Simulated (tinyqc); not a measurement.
Wannier-Stark ladder of a miniband: sweeps and comparisons. A value that a table varies takes the place of the one given here.

One state in each well j = -(Nw - 1)/2 ... (Nw - 1)/2: H_jj = j e F d, H_(j,j+1) = -W/4; 1 kV/cm = 0.01 meV/angstrom. In an infinite chain the levels are j e F d and the state of well 0 has amplitude J_j(x) in size on well j, x = W/(2 e F d).

Constants: hbar = 6.58211957e-16 eV s.

Values chosen for the exercise (near those of a non-polar GaN/AlGaN superlattice; not measured data): W = 7 meV (miniband width); d = 54 angstrom (period); Nw = 9 (wells); Fs = (1.6, 2.2, 3, 4.2, 6.5, 11, 24) kV/cm (fields); G = 8 meV (hbar/tau); F = 2.7 kV/cm (field).

## Raising the field

Infinite-chain weights beside the middle spacing of the finite stack.

Results:
```
F (kV/cm)  e F d (meV)      x  J_0^2  J_1^2  J_2^2  middle spacing/(e F d)
1.6               0.86  4.051  0.155  0.007  0.123                  1.2011
2.2               1.19  2.946  0.058  0.129  0.235                  1.0439
3.0               1.62  2.160  0.018  0.315  0.150                  1.0066
4.2               2.27  1.543  0.238  0.318  0.059                  1.0006
6.5               3.51  0.997  0.587  0.193  0.013                  1.0000
11                5.94  0.589  0.837  0.080  0.002                  1.0000
24               12.96  0.270  0.964  0.018  0.000                  1.0000
```

J_0 vanishes at x = 2.405, F = 2.7 kV/cm, where the line at j = 0 disappears; J_0^2 overtakes J_1^2 for good at x = 1.435, F = 4.5 kV/cm, and reaches 0.96 in the last row. The 9 wells reproduce the middle spacing of the even ladder to 1 % from 3 kV/cm on, where the swing W/(e F d) = 2x is 4.3 periods. The lines are seen apart only where e F d exceeds their width, usually a few meV.

## Drift velocity with scattering

Esaki-Tsu: v = v0 y/(1 + y^2), y = e F d/G, v0 = W d/(2 hbar), at zero temperature; 1 angstrom/s = 1e-8 cm/s, 1 kV/cm = 0.01 meV/angstrom. The last column is dv/dF in cm^2/(V s).

Results:
```
y    F (kV/cm)  v (1e6 cm/s)  dv/dF
0.1       1.48          0.28    188
0.3       4.44          0.79    148
0.6       8.89          1.27     67
1.0      14.81          1.44      0
1.5      22.22          1.33    -23
2.5      37.04          0.99    -19
4.0      59.26          0.68    -10
```

v0 = 2.87 x 1e6 cm/s
field at y = 1 = 14.81 kV/cm

The velocity peaks at v0/2 = 1.44 x 1e6 cm/s at 14.81 kV/cm and then falls: negative differential velocity, steepest at y = sqrt3 with -v0/(8 Fc) = -24 cm^2/(V s). The low-field mobility is v0/Fc = 194 cm^2/(V s). At the peak the swing is W/G = 0.9 periods, too few for the semiclassical picture to be safe.

## What each parameter does

e F d, x, J_0(x)^2 and the lowest level of the finite stack. Each row changes one parameter from the base and keeps the others.

Results:
```
case             e F d (meV)      x  J_0^2  lowest level (meV)
base                    1.46  2.401  0.000               -7.29
W = 9 meV               1.46  3.086  0.083               -7.96
d = 62 angstrom         1.67  2.091  0.030               -8.04
F = 1.89 kV/cm          1.02  3.429  0.136               -5.82
Nw = 11                 1.46  2.401  0.000               -8.74
```

The largest shifts from the base row, up to three for each result and ties (the steps differ in size, so this ranks the rows, not the parameters). e F d (meV): F -0.44, d +0.22; unchanged at the printed digits by W and Nw. x: F +1.029, W +0.686, d -0.310; unchanged at the printed digits by Nw. J_0^2: F +0.136, W +0.083, d +0.030; unchanged at the printed digits by Nw. lowest level (meV): F +1.46, Nw -1.46, d -0.75.

Program tinyqc; command `OMP_NUM_THREADS=1 python tinyqc.py 1280568 1280569 out.jsonl`; about 0.01 s on one thread of a shared Intel(R) Xeon(R) Processor @ 2.30GHz.
